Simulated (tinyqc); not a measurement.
# Potential step from the flux

Question. On one interval J = (q mu Vt/hx) [nb B(d) - na B(-d)], B(d) = d/(exp(d) - 1), d = (psi_b - psi_a)/Vt. Find psi_b - psi_a, and the step at which J would vanish.

Values chosen for this exercise:
```
symbol   value        unit                    meaning
T          400           K                temperature
mu        1010  cm^2/(V s)          electron mobility
na      3.8e13       cm^-3   density at the left node
nb      2.4e14       cm^-3  density at the right node
hx         8.8          nm               node spacing
```

Constants: q = 1.602176634e-19 C, kB = 1.380649e-23 J/K, Vt = kB T/q. Results are converted to the units shown.

J = 4629.2945 A/cm^2

Answer. B(d) falls and B(-d) rises with d, so J falls steadily with the step and one value matches. J = 0 needs nb/na = exp(d), the Boltzmann ratio.

psi_b - psi_a = -0.1000 V
step for J = 0 = 0.06353 V

Numbers from tinyqc (`OMP_NUM_THREADS=1 python tinyqc.py 2220123 2220124 out.jsonl`; about 0.01 s on one thread of a shared Intel Xeon 2.30GHz).
